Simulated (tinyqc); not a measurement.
Growth with time: grain growth, pinning, strength and diffusional creep of a polycrystal or thin film. Computed by tinyqc, a small Python program. Command: `OMP_NUM_THREADS=1 python tinyqc.py 3006382 3006383 out.jsonl grain walk`. One thread of a shared host (Intel(R) Xeon(R) Processor @ 2.30GHz), about 0.01 s of CPU time with the checks.

One mean grain size d describes the structure.

Inputs (values chosen for the exercise, for a model solid):
```
quantity                                    value       unit
boundary energy gamma                        0.49      J/m^2
mobility prefactor M0                     2.1e-07  m^4/(J s)
activation energy of boundary motion Q_m     1.32         eV
anneal temperature T                          613          K
initial grain size d0                          73         nm
particle volume fraction f                 0.0028          -
particle radius r                             9.8         nm
```

Sample: bulk.

Constants: k_B = 8.617333262e-05 eV/K.

Method. M = M0 exp(-Q_m/(k_B T)). The driving pressure is 2 gamma/d. Zener pinning pressure 3 f gamma/(2 r) stops growth at d_Z = 4 r/(3 f). The limit is d_lim = d_Z. dd/dt = 2 M gamma (1/d - 1/d_lim) integrates to 2 M gamma t = d_lim (d0 - d) + d_lim^2 ln[(d_lim - d0)/(d_lim - d)]; without pinning d^2 = d0^2 + 4 M gamma t.

limit d_lim = 4666.67 nm

mobility M = 2.95014e-18 m^4/(J s)

At T:
```
t (s)     free growth (nm)  pinned growth (nm)  d/d_lim
1.10e+04               263               257.8  0.05523
3.80e+04               474               458.5  0.09825
1.10e+05               801               755.7  0.16195
3.80e+05              1484              1331.1  0.28525
1.10e+06              2523              2090.4  0.44794
3.80e+06              4688              3267.9  0.70027
1.10e+07              7976              4229.0  0.90621
3.80e+07             14823              4655.6  0.99762
```

What follows from these numbers?

The apparent exponent d ln d/d ln t of the pinned growth is at most about 0.47, below the ideal 1/2, and falls to 0.078 in the last rows: pinning hides it late.
